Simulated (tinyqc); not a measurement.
# Polycrystalline film, grain-boundary barriers (Seto model): two studies

One-dimensional grains of size Lg with donors N; each boundary has Qt acceptor-like traps per area at one level Et below the band edge. Trapped electrons qt deplete a width w = qt/N (both sides together) and raise a barrier Vb = q N w^2/(8 eps0 eps_r). Current crosses the barriers by thermionic emission at small bias. Abrupt depletion, full ionisation, Boltzmann statistics.

Parameters, values chosen for the exercise; values close to those of polycrystalline silicon:
- T = 300 K (temperature)
- eps_r = 11.7 (relative permittivity of the semiconductor)
- Lg = 30 nm (grain size)
- Qt = 3.8e12 cm^-2 (trap density at a boundary)
- N = 8.9e18 cm^-3 (donor density)
- mg = 230 cm^2/(V s) (mobility inside a grain)
- vc = 3.1e6 cm/s (collection velocity at the barrier)
- Nc = 2.8e19 cm^-3 (conduction-band density of states at T)
- Et = 0.57 eV (trap level below the band edge)

Constants: q = 1.602176634e-19 C, kB = 1.380649e-23 J/K, Vt = kB T/q, eps0 = 8.8541878128e-14 F/cm where lengths are in cm. Results are converted to the units shown.

Each table varies one quantity; the others keep the values above.

## Effect of the trap density at a boundary

Partly depleted grains: the density at the grain centre is n0 = N and qt = Qt/(1 + 2 (Nc/N) exp((Vb - Et)/Vt)). If that gives qt >= N Lg, the grains are fully depleted: qt = N Lg, w = Lg and n0 = 2 Nc exp((Vb - Et)/Vt)/(Qt/(N Lg) - 1). Resistivity: barriers rb = Vt exp(Vb/Vt)/(q n0 vc Lg), grain interior rg = (1 - w/Lg)/(q mg N); effective mobility 1/(q N (rb + rg)).

The same in every row: n0 (cm^-3) = 8.900e18.

Effect of the trap density at a boundary:
```
Qt (cm^-2)     w/Lg    Vb (V)  resistivity (ohm cm)
6.3e11      0.02360  8.621e-4              0.004993
9.3e11      0.03483  0.001879              0.005039
1.4e12      0.05243  0.004257              0.005188
2e12        0.07491  0.008689              0.005549
3e12         0.1124   0.01955              0.006859
4.4e12       0.1648   0.04205               0.01246
6.5e12       0.2434   0.09177               0.07017
9.5e12       0.3558    0.1960                 3.832
```

As Qt goes from 6.3e11 to 9.5e12 cm^-2, the barrier rises from 8.62e-4 to 0.196 V and the resistivity rises from 0.00499 to 3.83 ohm cm. The grains are fully depleted in 0 of the 8 rows. For Qt = 6.3e11 to 4.4e12 cm^-2 the barrier is under 2 Vt, where the depletion and emission pictures are rough. In every row N passes 0.3 Nc, where degeneracy and tunnelling through the thin barriers matter.

## Effect of the donor density

Same model as above.

Effect of the donor density:
```
N (cm^-3)     w/Lg    Vb (V)  n0 (cm^-3)  resistivity (ohm cm)
6.3e16       1.000   0.01096     1.190e9               2.228e7
1.3e17       1.000   0.02262     4.082e9               1.019e7
2.6e17       1.000   0.04524    2.211e10               4.514e6
5.3e17       1.000   0.09222    3.791e11               1.621e6
1.1e18       1.000    0.1914    1.612e14               1.767e5
2.2e18      0.5758    0.1269    2.200e18                 1.073
4.5e18      0.2815   0.06204    4.500e18               0.04682
9.2e18      0.1377   0.03034    9.200e18              0.008643
1.9e19     0.06667   0.01469    1.900e19              0.002945
3.8e19     0.03333  0.007346    3.800e19              0.001297
```

As N goes from 6.3e16 to 3.8e19 cm^-3, the barrier goes from 0.0110 through a maximum of 0.191 (at N = 1.1e18 cm^-3 among the rows listed) to 0.00735 V and the resistivity falls from 2.23e7 to 0.00130 ohm cm. The grains are fully depleted in 5 of the 10 rows. The steepest fall, as N^(-17.3), lies between 1.1e18 and 2.2e18 cm^-3; N* = 1.27e18 cm^-3. The barrier grows with N while the grains are depleted and shrinks once they are not, hence the maximum. At N = 6.3e16, 1.3e17, 2.6e17, 9.2e18, 1.9e19, 3.8e19 cm^-3 the barrier is under 2 Vt, where the depletion and emission pictures are rough. For N = 9.2e18 to 3.8e19 cm^-3 N passes 0.3 Nc, where degeneracy and tunnelling through the thin barriers matter.

Program tinyqc, `OMP_NUM_THREADS=1 python tinyqc.py 2610058 2610059 out.jsonl`; Intel Xeon 2.30GHz, shared host, one thread, about 0.01 s.
